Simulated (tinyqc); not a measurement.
Worked calculation: Born-Oppenheimer dynamics on the UHF/sto-3g surface (energies and gradients from PySCF), for BeH, spin multiplicity 2. Computed by tinyqc, a small Python program that keeps every step (integrals from PySCF). Settings: charge = 0, multiplicity = 2, basis = sto-3g, time step (fs) = 0.5, steps = 24. Command: `OMP_NUM_THREADS=1 python tinyqc.py 28612 28613 out.jsonl` (the two numbers bound the seeds that draw the settings). One thread of a shared host (Intel(R) Xeon(R) Processor @ 2.60GHz), about 2 s of CPU time with the checks.

## Velocity Verlet step 1

positions (bohr):
```
          x       y       z
1Be  0.0000  0.0000  0.0000
2H   0.0000  0.0000  2.3565
```

velocities (bohr per atomic time unit):
```
              x           y           z
1Be  -0.0000271   0.0001852  -0.0000826
2H    0.0002419  -0.0016558   0.0007384
```

gradient (hartree/bohr):
```
            x         y          z
1Be  0.000000  0.000000   0.025529
2H   0.000000  0.000000  -0.025529
```

masses (electron masses): 1Be 16428.2028, 2H 1837.1526

gradient after step 1 (hartree/bohr):
```
             x          y          z
1Be   0.000047  -0.000320   0.019998
2H   -0.000047   0.000320  -0.019998
```

dt = 0.5 fs = 20.6707 atomic units; x' = x + v dt - g dt^2 / (2m); after the new gradient g', v' = v - (g + g') dt / (2m).

positions after step 1 (bohr):
```
           x        y        z
1Be  -0.0006   0.0038  -0.0020
2H    0.0050  -0.0342   2.3747
```

velocities after step 1 (bohr per atomic time unit):
```
              x           y           z
1Be  -0.0000271   0.0001854  -0.0001112
2H    0.0002422  -0.0016576   0.0009945
```

## Velocity Verlet step 2

gradient after step 2 (hartree/bohr):
```
             x          y          z
1Be   0.000061  -0.000420   0.013230
2H   -0.000061   0.000420  -0.013230
```

As before.

positions after step 2 (bohr):
```
           x        y        z
1Be  -0.0011   0.0077  -0.0046
2H    0.0100  -0.0685   2.3976
```

velocities after step 2 (bohr per atomic time unit):
```
              x           y           z
1Be  -0.0000272   0.0001858  -0.0001321
2H    0.0002428  -0.0016618   0.0011815
```

## Energy conservation

The total energy should stay constant up to terms of order dt^2; the step counts as short enough if it moves by less than 2 % of the largest kinetic energy.

Trajectory:

| time (fs) | 1Be-2H (angstrom) | potential (hartree) | kinetic (hartree) | total (hartree) |
|---|---|---|---|---|
| 0.0000 | 1.2470 | -14.934055 | 0.003417 | -14.930638 |
| 0.5000 | 1.2579 | -14.934523 | 0.003876 | -14.930647 |
| 1.0000 | 1.2718 | -14.934961 | 0.004306 | -14.930655 |
| 1.5000 | 1.2879 | -14.935250 | 0.004591 | -14.930659 |
| 2.0000 | 1.3051 | -14.935319 | 0.004659 | -14.930660 |
| 2.5000 | 1.3224 | -14.935153 | 0.004496 | -14.930657 |
| 3.0000 | 1.3387 | -14.934792 | 0.004139 | -14.930652 |
| 3.5000 | 1.3533 | -14.934311 | 0.003664 | -14.930647 |
| 4.0000 | 1.3655 | -14.933804 | 0.003163 | -14.930641 |
| 4.5000 | 1.3746 | -14.933363 | 0.002727 | -14.930636 |
| 5.0000 | 1.3802 | -14.933065 | 0.002432 | -14.930633 |
| 5.5000 | 1.3821 | -14.932960 | 0.002328 | -14.930632 |
| 6.0000 | 1.3802 | -14.933065 | 0.002432 | -14.930633 |
| 6.5000 | 1.3746 | -14.933362 | 0.002726 | -14.930636 |
| 7.0000 | 1.3655 | -14.933802 | 0.003161 | -14.930641 |
| 7.5000 | 1.3534 | -14.934309 | 0.003662 | -14.930647 |
| 8.0000 | 1.3388 | -14.934790 | 0.004138 | -14.930652 |
| 8.5000 | 1.3224 | -14.935152 | 0.004495 | -14.930657 |
| 9.0000 | 1.3052 | -14.935318 | 0.004658 | -14.930660 |
| 9.5000 | 1.2880 | -14.935250 | 0.004591 | -14.930659 |
| 10.0000 | 1.2719 | -14.934962 | 0.004308 | -14.930655 |
| 10.5000 | 1.2579 | -14.934525 | 0.003878 | -14.930647 |
| 11.0000 | 1.2470 | -14.934057 | 0.003418 | -14.930638 |
| 11.5000 | 1.2400 | -14.933691 | 0.003059 | -14.930631 |
| 12.0000 | 1.2372 | -14.933535 | 0.002907 | -14.930628 |

The total energy moves within 3.2e-05 hartree, under 2 % of the largest kinetic energy.
